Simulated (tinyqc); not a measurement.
Shallow acceptor in the spherical model (Baldereschi-Lipari), strong spin-orbit limit: one step, computed by the program tinyqc. Command: `OMP_NUM_THREADS=1 python tinyqc.py 3018292 3018293 out.jsonl acceptor walk`. One thread of a shared host (Intel(R) Xeon(R) Processor @ 2.30GHz), about 0.01 s of CPU time with the checks.

The 1S(3/2) state has an s envelope f(r) and a d envelope g(r). In effective units they obey -(f'' + 2f'/r + 2f/r) + mu (g'' + 5g'/r + 3g/r^2) = E f and -(g'' + 2g'/r - 6g/r^2 + 2g/r) + mu (f'' - f'/r) = E g. The cubic term, the split-off band and the central cell are left out.

Problem. Matrices in a small basis. zeta_i = zeta_1 beta^(i-1), i = 1..n, in both channels. Basis: f_i = exp(-zeta_i r), g_i = r exp(-zeta_i r), weight r^2 dr, s = zeta_i + zeta_j. S_ff = 2/s^3, H_ff = zeta_i zeta_j S_ff - 2/s^2; S_gg = 24/s^5, H_gg = 8/s^3 + 24 zeta_i zeta_j/s^5 - 12/s^4; H(f_i, g_j) = mu (6 zeta_i^2/s^4 + 2 zeta_i/s^3); S_fg = 0. Each function is normalised by sqrt(S_ii).

Inputs (values chosen for the exercise, modelled on InP): functions per channel n = 3; smallest exponent zeta_1 = 1.1 1/a*; ratio beta of exponents = 2.5.

mu = 0.7294574

Give: H; S.

Solution.

H (Ry*), rows f1, f2, f3, g1, g2, g3:
```
[[-0.99, -0.6085, -0.1353, 1.274, 1.745, 1.477],
 [-0.6085, 2.0625, 6.845, 2.953, 7.962, 10.91],
 [-0.1353, 6.845, 33.52, 3.747, 18.46, 49.77],
 [1.274, 2.953, 3.747, 1.723, 3.637, 3.865],
 [1.745, 7.962, 18.46, 3.637, 14.90, 27.08],
 [1.477, 10.91, 49.77, 3.865, 27.08, 103.4]]
```

S, rows f1, f2, f3, g1, g2, g3:
```
[[1.000, 0.738, 0.328, 0.000, 0.000, 0.000],
 [0.738, 1.000, 0.738, 0.000, 0.000, 0.000],
 [0.328, 0.738, 1.000, 0.000, 0.000, 0.000],
 [0.000, 0.000, 0.000, 1.000, 0.602, 0.156],
 [0.000, 0.000, 0.000, 0.602, 1.000, 0.602],
 [0.000, 0.000, 0.000, 0.156, 0.602, 1.000]]
```
